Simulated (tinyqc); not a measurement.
Transfer-length model of a contact: two steps of the calculation.

A metal contact of length d and width W on a thin layer of the same width. The metal has no resistance, the sheet resistance under it equals Rsh, and current enters the layer at the front edge x = 0.

Values chosen for this exercise: contact length d = 0.8 um; contact width W = 9.3 um.

Problem 1. Straight-line fit. Pairs of such contacts at gaps L have R_T = Rsh L/W + 2 Rc. The values of R_T were made from Rsh and rc with a random scatter of 0.2 % and are treated as data. Least squares: slope = sum (L - mean L)(R_T - mean R_T)/sum (L - mean L)^2, intercept = mean R_T - slope mean L. Rsh = slope W, Rc = intercept/2, and A = Rc/slope is half the distance from the origin to the zero of the line.

| gap | L (um) | R_T (ohm) |
|---|---|---|
| 1 | 1.8 | 79.529 |
| 2 | 3.5 | 112.23 |
| 3 | 6.8 | 176.76 |
| 4 | 13 | 295.8 |
| 5 | 25 | 529.72 |

Find: slope; intercept; Rsh; Rc; A.

Solution 1.

slope = 19.399 ohm/um
intercept = 44.427 ohm
Rsh = 180.41 ohm/sq
Rc = 22.214 ohm
A = 1.1451 um

Problem 2. Transfer length. A = Lt coth(d/Lt) is solved for Lt, starting from Lt = A. Lt(new) = A tanh(d/Lt).

A = 1.1450813 um
Lt after iteration 1 = 0.69106119 um

Find: Lt after iteration 2.

Solution 2.

Lt after iteration 2 = 0.93927 um

Numbers from tinyqc (`OMP_NUM_THREADS=1 python tinyqc.py 2760124 2760125 out.jsonl`; about 0.01 s on one thread of a shared Intel Xeon 2.30GHz).
